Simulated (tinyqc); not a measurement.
Strain-driven crossing of the Gamma and L valleys in a germanium-like crystal alloyed with tin: one step. The strain tensor for a biaxial (111) load.

Biaxial loads: e0 is the in-plane strain e_par and the normal is free. (001): e_perp = -2 (C12/C11) e_par; exx = eyy = e_par, ezz = e_perp, no shear. (111): e_perp = -(2 C11 + 4 C12 - 4 C44)/(C11 + 2 C12 + 4 C44) e_par; exx = eyy = ezz = (2 e_par + e_perp)/3 and exy = eyz = ezx = (e_perp - e_par)/3. (110): e_perp = -(C11 + 3 C12 - 2 C44)/(C11 + C12 + 2 C44) e_par; exx = eyy = (e_par + e_perp)/2, ezz = e_par, exy = (e_perp - e_par)/2, eyz = ezx = 0. Uniaxial loads: a stress along n, scaled so that n.e.n = e0, with exx = s11 sxx + s12 (syy + szz), exy = s44 sxy/2, s11 = (C11 + C12)/((C11 - C12)(C11 + 2 C12)), s12 = -C12/((C11 - C12)(C11 + 2 C12)), s44 = 1/C44.

Parameters, chosen for this exercise (near those of Ge, gaps at low temperature; not measured data): C11 = 127.1 GPa; C12 = 47.7 GPa; C44 = 66.3 GPa; load = biaxial (111) (kind of strain); e0 = 0.0098 (size of the strain).

Task: Form the tensor and its trace.

Give: strain tensor in the cubic axes; tr(e).

Result:

strain tensor in the cubic axes, rows x, y, z and columns alike:
```
[[0.005329, -0.004471, -0.004471],
 [-0.004471, 0.005329, -0.004471],
 [-0.004471, -0.004471, 0.005329]]
```

tr(e) = 0.015987

Program tinyqc; command `OMP_NUM_THREADS=1 python tinyqc.py 1080607 1080608 out.jsonl`; about 0.01 s on one thread of a shared Intel(R) Xeon(R) Processor @ 2.30GHz.
